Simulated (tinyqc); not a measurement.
Admittance spectroscopy of a deep trap: one step of the calculation.

Schottky contact on an n-type layer with shallow donors Nd (all ionised) and a donor-like deep trap, neutral when filled and positive when empty; depletion approximation. Traps within lam of the depletion edge stay filled. The traps at xt = W - lam, where the level crosses the Fermi level, follow a slow signal and not a fast one. w = 2 pi f.

Question. Admittance at the signal frequency. Emission rate en = sn vth(T) Nc(T) exp(-Et/kB T) = sn g T^2 exp(-Et/kB T), g = vth Nc/(300 K)^2, as vth goes as T^0.5 and Nc as T^1.5 (degeneracy factor 1). Inflection frequency w0 = 2 en [1 + Nt xt/(Nd W)]; C = C_HF + (C_LF - C_HF)/(1 + (w/w0)^2), G/w = (C_LF - C_HF)(w/w0)/(1 + (w/w0)^2).

Values chosen for this exercise; material values close to those of indium phosphide:
- Nc = 5.62e17 cm^-3 (conduction-band density of states at 300 K)
- vth = 4.3e7 cm/s (thermal velocity at 300 K)
- Nd = 5.9e14 cm^-3 (shallow donor density)
- Et = 0.24 eV (depth of the trap below the conduction edge)
- sn = 6.9e-16 cm^2 (capture cross-section)
- Nt = 2.7e13 cm^-3 (trap density)
- f = 31000 Hz (signal frequency)
- T = 241 K (temperature)

Constants: q = 1.602176634e-19 C, kB = 1.380649e-23 J/K. Results are converted to the units shown.

W = 2251.5870 nm
xt = 1753.2723 nm
C_HF = 4.9941745 nF/cm^2
C_LF = 5.0430154 nF/cm^2

Find: en; w0/(2 pi); C; G/w.

Answer.

en = 1.0303e5 1/s
w0/(2 pi) = 33965 Hz
C = 5.0208 nF/cm^2
G/w = 0.024319 nF/cm^2

The signal lies near the inflection, where the loss is largest.

Program tinyqc, `OMP_NUM_THREADS=1 python tinyqc.py 2050147 2050148 out.jsonl`; Intel Xeon 2.30GHz, shared host, one thread, about 0.01 s.
